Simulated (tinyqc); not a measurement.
Thin (001) film in sp3s* tight binding with raised dangling bonds: sweeps and comparisons. A value that a table varies takes the place of the one given here.

Planes alternate anion (a), cation (c) along [001], a/4 apart, starting with an anion; zero in-plane momentum; levels counted from the bulk Ev, the lower root of [[Epa, Vxx], [Vxx, Epc]]; no spin-orbit coupling. Block of s, pz, s*: from an anion to the cation above, Vss/2 (s,s), Vsapc/2 (s,z), -Vscpa/2 (z,s), Vxx/2 (z,z), Vxapc/2 (s*,z), -Vpaxc/2 (z,s*); to the cation below the same with the s-z and s*-z signs reversed. Block of u = (px + py)/sqrt2 and v = (px - py)/sqrt2: to the cation above (Vxx + Vxy)/2 for u and (Vxx - Vxy)/2 for v, to the cation below the reverse. Each surface atom has two dangling sp3 hybrids; raising both by dl adds (dl/2) [[1, t], [t, 1]] to its s, pz levels (t = -1 at the bottom face, +1 at the top) and dl to the one of u, v in whose plane the missing bonds lie (v for a bottom anion or a top cation, u for a top anion).

Inputs chosen for the exercise (near a published set for GaP, fitted to gaps, whose masses and valley positions are rough; shifted at random, so the results belong to these values and not to a real crystal): p = (-8.08, 1.124, -2.201, 4.117, 8.487, 7.171, -7.442, 2.149, 5.145, 4.28, 6.31, 4.645, 5.108) eV (order Esa, Epa, Esc, Epc, Exa, Exc, Vss, Vxx, Vxy, Vsapc, Vscpa, Vxapc, Vpaxc); Nw = 28 (planes in the thicker film); a = 5.452 angstrom (lattice constant); dp = 30 eV (value of dl for the passivated films); Ns = (7, 8, 13, 18, 28, 30, 49, 66) (numbers of planes).

## States in the gap of a film

edges (eV): Gamma 2.85922, Delta 2.35258

Levels between 0 and the lower bulk edge, the largest weight on the two outer planes of both faces among them, and the nearest levels outside, for several shifts dl.

Film of Nw planes:
```
dl (eV)  levels in the gap              at (eV)  surface weight  next above (eV)  next below (eV)
0                        3  0.056, 1.122, 1.378            0.83           2.3674          -0.0414
1                        3  0.284, 1.890, 1.977            0.87           2.3675          -0.0414
2                        2         0.633, 2.310            0.71           2.3686          -0.0414
3                        1                1.062            0.68           2.3671          -0.0414
5                        1                1.960            0.69           2.3675          -0.0414
10                       0                    -               -           2.3672          -0.0414
30                       0                    -               -           2.3673          -0.0414
100                      0                    -               -           2.3673          -0.0414
```

Can the levels of the bare film be read as confined subbands?

No: with bare surfaces (dl = 0) 3 levels lie in the bulk gap, with up to 83 % of the weight on the four outer planes, two a face, where an even spread gives 14 %; these are dangling-bond states, not subbands. The reruns show the bulk gap clear from dl = 10 eV on, and at dl = 30 eV the next level above lies 0.0 meV from its value at 100 eV.

## Gap against thickness

Passivated films (finite dp, so levels can still be some meV from their limit), thickness N a/4. Highest level below mid-gap (either block) and the two lowest above it. The exponents are -d ln(shift)/d ln N between the sixth and the last film, for the valence level and for the lowest conduction level.

Levels (eV):
```
N   thickness (angstrom)      Ev1     Ec1     Ec2     gap
7                   9.54  -0.4510  2.6053  3.0131  3.0563
8                  10.90  -0.3048  2.5644  2.9437  2.8692
13                 17.72  -0.1708  2.4247  2.6402  2.5955
18                 24.53  -0.0885  2.3910  2.5080  2.4794
28                 38.16  -0.0414  2.3673  2.4130  2.4087
30                 40.89  -0.0366  2.3652  2.4046  2.4019
49                 66.79  -0.0156  2.3570  2.3704  2.3726
66                 89.96  -0.0085  2.3550  2.3623  2.3635
```

exponents: valence 1.85, conduction 2.10

The gap is 3.056 eV at 9.5 angstrom and 2.364 eV at 90.0, against 2.353 eV in the bulk along this line. At 18 planes the conduction side gives 38 meV of the widening and the valence side 88 meV. A hard-walled parabolic band has exponent 2; departures come from the offset between N a/4 and the effective width, from non-parabolicity and from the termination (odd and even N end differently: in the direction of the bond rows at the two faces and, in a compound, in the kind of atom), which also makes single steps in N uneven. Ec1 and Ec2 come from the neighbourhood of X.

## What each change does

A film of Nw planes with shift dp: highest level below mid-gap (half the lower bulk edge) and the two lowest above. Each row changes one parameter from the base and keeps the others.

Results:
```
case        Ev1 (eV)  Ec1 (eV)  Ec2 (eV)
base         -0.0414    2.3673    2.4130
Nw = 29      -0.0416    2.3657    2.4066
dp = 60 eV   -0.0414    2.3673    2.4130
```

The largest shifts from the base row, up to three for each result and ties (the steps differ in size, so this ranks the rows, not the parameters). Ev1 (eV): Nw -0.0002; unchanged at the printed digits by dp. Ec1 (eV): Nw -0.0016; unchanged at the printed digits by dp. Ec2 (eV): Nw -0.0064; unchanged at the printed digits by dp. An odd change of Nw also changes which atoms end the film, so levels need not move as thickness alone would move them; the row for dp shows how far the passivation is from converged.

Program tinyqc; command `OMP_NUM_THREADS=1 python tinyqc.py 1452452 1452453 out.jsonl`; about 0.4 s on one thread of a shared Intel(R) Xeon(R) Processor @ 2.30GHz.
